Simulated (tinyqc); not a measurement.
Worked calculation: tight binding, kagome lattice. One step of it, computed by the program tinyqc.

Question. Levels at K. Diagonalise the Hermitian matrix.

H(k) at K (eV), lower triangle (Hermitian):
```
                     A                    B         C
A             0.000000
B  -1.180000-0.623538i             0.000000
C  -1.180000+0.623538i  -1.180000-0.623538i  0.120000
```

Give: eigenvalues; weights |c|^2 of the basis functions.

Answer.

eigenvalues (eV): -2.321  0.140  2.301

weights |c|^2 of the basis functions:
```
   band 1  band 2  band 3
A   0.341   0.334   0.324
B   0.341   0.334   0.324
C   0.317   0.331   0.352
```
